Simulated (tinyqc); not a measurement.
From results back to parameters: free-carrier optics of a doped semiconductor (Drude model). Four cases, with inputs chosen for the exercise.

Problem. eps(E) is given at one energy; N and mu are hidden.

eps(E) = ei [1 - Ep^2/(E^2 + i E Gam)], with Ep^2 = 8 pi c (e^2/(4 pi eps0)) N/(m ei), c = hbar^2/2m0, N in 1/angstrom^3 (1e-24 per 1/cm^3); Gam = hbar/tau, tau = mu m m0/e with m0/e = 5.685630e-12 kg/C and mu in m^2/(V s). Energies in meV.

Constants: hbar^2/2m0 = 3.80998211 eV angstrom^2; e^2/(4 pi eps0) = 14.39964547 eV angstrom; hbar = 6.58211957e-16 eV s.

Find: Gam; Ep; N; mu.

Method. ei - eps1 = ei Ep^2/(E^2 + Gam^2) and eps2 = (ei - eps1) Gam/E; the ratio gives Gam, then Ep, N and mu follow.

Case 1.

Values chosen (out of a larger set: mass and dielectric values near those of Si; N and mu are free inputs; interband absorption and the rise of the mass with filling are left out; not measured data): m = 0.286 m0 (conductivity mass); ei = 11.59 (high-frequency dielectric constant); E = 231.5 meV (photon energy).

eps = 9.32500+0.60929i

Solution.

Gam = 62.27 meV
Ep = 105.98 meV
N = 2.70e+19 1/cm^3
mu = 65.0 cm^2/(V s)

Case 2.

Values chosen (out of a larger set: mass and dielectric values near those of Ge; N and mu are free inputs; interband absorption and the rise of the mass with filling are left out; not measured data): m = 0.128 m0 (conductivity mass); ei = 16.03 (high-frequency dielectric constant); E = 7.5 meV (photon energy).

eps = -42.12431+13.48635i

Solution.

Gam = 1.74 meV
Ep = 14.66 meV
N = 3.20e+17 1/cm^3
mu = 5.20e+03 cm^2/(V s)

Case 3.

Values chosen (out of a larger set: mass and dielectric values near those of Si; N and mu are free inputs; interband absorption and the rise of the mass with filling are left out; not measured data): m = 0.264 m0 (conductivity mass); ei = 11.43 (high-frequency dielectric constant); E = 328.9 meV (photon energy).

eps = 8.92943+0.15876i

Solution.

Gam = 20.88 meV
Ep = 154.15 meV
N = 5.20e+19 1/cm^3
mu = 210 cm^2/(V s)

Case 4.

Values chosen (out of a larger set: mass and dielectric values near those of Si; N and mu are free inputs; interband absorption and the rise of the mass with filling are left out; not measured data): m = 0.255 m0 (conductivity mass); ei = 12.03 (high-frequency dielectric constant); E = 136.9 meV (photon energy).

eps = -7.58164+2.40876i

Solution.

Gam = 16.81 meV
Ep = 176.11 meV
N = 6.90e+19 1/cm^3
mu = 270 cm^2/(V s)

Computed by tinyqc, one run a case: `OMP_NUM_THREADS=1 python tinyqc.py N N+1 out.jsonl` with N = 1651218, 1651303, 1651399, 1651528; one thread of a shared Intel(R) Xeon(R) Processor @ 2.30GHz, about 0.01 s a run at most.
